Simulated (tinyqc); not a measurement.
Inside a calculation. Model: input admittance of a MOSFET at zero drain bias: distributed channel and distributed gate.

Computed by the program tinyqc: `OMP_NUM_THREADS=1 python tinyqc.py 2262125 2262126 out.jsonl`, one thread of a shared Intel Xeon 2.30GHz, about 0.01 s for the whole run. Printed values are rounded.

Source and drain grounded, strong inversion, w = 2 pi f, Cox = eps0 eox/tox. The channel is an RC line of resistance 1/(mu Cox Vo) per square fed from both ends, so one finger has the intrinsic admittance y = i w Cox L tanh(g)/g per width, g = (1/2) sqrt(i w tau), tau = L^2/(mu Vo). The vertical resistance rv/L is in series with y, the overlaps 2 i w Cov in parallel: y_t = 1/(1/y + rv/L) + 2 i w Cov. The gate strip is a line of Rsh/L per length loaded by y_t, so a finger has Y = y_t Wf tanh(k)/k, k = (Wf/sd) sqrt(y_t Rsh/L); the device has Nf Y.

Inputs (values chosen for the exercise); values of the order met in silicon radio-frequency transistors: relative permittivity of the gate insulator (close to silicon nitride) eox = 7.53; insulator thickness tox = 12 nm; channel length L = 0.65 um; finger width Wf = 0.66 um; number of fingers Nf = 16; channel mobility mu = 120 cm^2/(V s); gate overdrive Vo = 0.34 V; sheet resistance of the gate Rsh = 39 ohm/square; vertical resistivity of the gate stack rv = 0 ohm um^2; number of ends at which a finger is contacted sd = 1; overlap and fringe capacitance on each side Cov = 0.33 fF/um; frequency f = 4.3 GHz.

Constants: eps0 = 8.8541878128e-14 F/cm where lengths are in cm. Results are converted to the units shown.

## Low-frequency resistances and capacitance

Low-frequency limits, with c = Cox L and ct = c + 2 Cov: R_strip = Rsh Wf/(3 sd^2 L Nf), R_ch = (c/ct)^2 L/(12 mu Cox Vo Wf Nf), R_vert = (c/ct)^2 rv/(L Wf Nf), C = ct Wf Nf.

parts (ohm): strip 0.825, channel 161.754, vertical 0
sum = 162.579 ohm
C = 45.1060 fF
1/(2 pi R C) = 21.7030 GHz

The channel term is the largest, 99.5 % of the sum.

## Admittance of the channel and stack per width

tau, g, c = Cox L, y and y_t as defined.

tau = 103.554 ps
g = 0.591374+0.591374i
c = 3.61140 fF/um
y = 21.0809+91.6799i uS/um
y_t = 21.081+109.512i uS/um

w tau = 2.80, and Im y is 0.940 of w c.

## Input impedance of the device

k and Y as defined; Z = 1/(Nf Y) = R + 1/(i w C); Q = |Im Z|/R; signal at the point farthest from a contact |1/cosh k|.

k = 0.0416276+0.0343786i
Nf Y = 0.22368+1.15602i mS
R = 161.335 ohm
C = 44.3892 fF
Q = 5.16827
signal at the far point = 0.999724

R is 0.77 % below its low-frequency limit and C is 1.6 % below its own.
